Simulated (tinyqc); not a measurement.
# Long-channel MOSFET, surface-potential model: what changes with what

n-channel transistor on a uniformly doped p-type body, gradual-channel approximation, constant mobility, Boltzmann statistics, full ionisation. Potentials are counted from the neutral body; V is the electron quasi-Fermi potential, Vsb at the source and Vsb + Vds at the drain. Charges are magnitudes per area.

Values chosen for this exercise; material values close to those of silicon: temperature T = 300 K; band gap Eg = 1.13 eV; relative permittivity of the semiconductor eps_r = 11.6; conduction-band density of states at T Nc = 2.77e19 cm^-3; valence-band density of states at T Nv = 2.7e19 cm^-3; acceptor density of the body Na = 2.9e17 cm^-3; relative permittivity of the gate insulator eox = 24.8; insulator thickness tox = 49 nm; flat-band voltage Vfb = -0.72 V; channel mobility mu = 100 cm^2/(V s); gate width W = 1 um; gate length L = 5 um; source-body reverse bias Vsb = 1 V; gate-source voltage Vgs = 2.41 V; drain-source voltage Vds = 0.5 V.

Constants: q = 1.602176634e-19 C, kB = 1.380649e-23 J/K, Vt = kB T/q, eps0 = 8.8541878128e-14 F/cm where lengths are in cm. Results are converted to the units shown.

Each table varies one quantity; the others keep the values above.

## Output curve

ni = sqrt(Nc Nv) exp(-Eg/(2 Vt)), Eg in volts; phiF = Vt ln(Na/ni); Cox = eps0 eox/tox; gamma = sqrt(2 q eps0 eps_r Na)/Cox. The surface potential psi at channel potential V solves Vgs + Vsb - Vfb - psi = gamma sqrt(G), G = psi - Vt + Vt exp((psi - 2 phiF - V)/Vt). Charge sheet: Qi = Cox gamma [sqrt(G) - sqrt(psi - Vt)]; I = mu (W/L) [integral of Qi dpsi from psi_0 to psi_L (drift) + Vt (Qi0 - QiL) (diffusion)], with psi_0 at V = Vsb and psi_L at V = Vsb + Vds. Pao-Sah: Qi(V) = (Cox gamma/2) integral from 3 Vt to psi of exp((u - 2 phiF - V)/Vt)/sqrt(G(u, V)) du, and I = mu (W/L) integral of Qi dV from Vsb to Vsb + Vds. Square law: VT = Vfb + 2 phiF + gamma sqrt(2 phiF + Vsb), m = 1 + gamma/(2 sqrt(2 phiF + Vsb)), I = mu Cox (W/L) [(Vgs - VT) v - m v^2/2] with v the smaller of Vds and (Vgs - VT)/m, and zero below VT.

In this table Vgs = 2.41 V.

Output curve:

| Vds (V) | psi_L (V) | QiL (nC/cm^2) | I, charge sheet (uA) | I, Pao-Sah (uA) | I, square law (uA) |
|---|---|---|---|---|---|
| 0.17 | 2.204 | 407.1 | 1.529 | 1.546 | 1.798 |
| 0.35 | 2.376 | 312.4 | 2.815 | 2.847 | 3.348 |
| 0.54 | 2.555 | 214.5 | 3.808 | 3.852 | 4.590 |
| 0.72 | 2.720 | 124.9 | 4.413 | 4.465 | 5.394 |
| 0.91 | 2.878 | 39.10 | 4.718 | 4.773 | 5.849 |
| 1.09 | 2.950 | 0.6003 | 4.766 | 4.821 | 5.928 |
| 1.28 | 2.951 | 4.031e-4 | 4.766 | 4.822 | 5.928 |
| 1.46 | 2.951 | 3.815e-7 | 4.766 | 4.822 | 5.928 |
| 1.65 | 2.951 | 2.453e-10 | 4.766 | 4.822 | 5.928 |

Read the table: what changes, and by how much?

The Pao-Sah current rises from 1.55 to 4.82 uA, while the charge at the drain end falls from 407 to 2.45e-10 nC/cm^2. The current first comes within 1 % of its last value at Vds = 1.09 V among the rows listed; the square law saturates at (Vgs - VT)/m = 1.03 V. Over the last two rows psi_L moves by less than 1 mV: the drain has lost hold of the surface potential, so the current no longer grows. In the last row the charge sheet is 1.1 % below Pao-Sah and the square law 23 % above it. In every row the surface electron density at the source passes 0.3 Nc, where degeneracy and quantisation, left out here, matter.

## Effect of the insulator thickness

VT = Vfb + 2 phiF + gamma sqrt(2 phiF + Vsb), m = 1 + gamma/(2 sqrt(2 phiF + Vsb)). The swing is 20 mV/log10[I(VT - 0.14 V)/I(VT - 0.16 V)] of the charge-sheet current at the given Vds.

Effect of the insulator thickness:

| tox (nm) | gamma (V^0.5) | VT (V) | m | swing (mV/decade) | I at Vgs, Vds (uA) |
|---|---|---|---|---|---|
| 16 | 0.2251 | 0.4848 | 1.082 | 65.12 | 19.57 |
| 22 | 0.3095 | 0.6010 | 1.112 | 67.04 | 13.16 |
| 30 | 0.4221 | 0.7559 | 1.153 | 69.60 | 8.568 |
| 40 | 0.5628 | 0.9496 | 1.204 | 72.79 | 5.388 |
| 54 | 0.7597 | 1.221 | 1.276 | 77.27 | 2.906 |
| 73 | 1.027 | 1.589 | 1.373 | 83.36 | 1.086 |
| 98 | 1.379 | 2.073 | 1.501 | 91.43 | 0.1103 |

What does the table show?

As tox goes from 16 to 98 nm, VT rises from 0.485 to 2.07 V, the swing rises from 65.1 to 91.4 mV a decade and the current falls from 19.6 to 0.110 uA. The swing is 1.1 % above m Vt ln 10 in the first row and 2.3 % above it in the last. For tox = 16 to 73 nm the surface electron density at the source passes 0.3 Nc, where degeneracy and quantisation, left out here, matter.

tinyqc, about 0.03 s, one thread, Intel Xeon 2.30GHz (shared host): `OMP_NUM_THREADS=1 python tinyqc.py 2360017 2360018 out.jsonl`
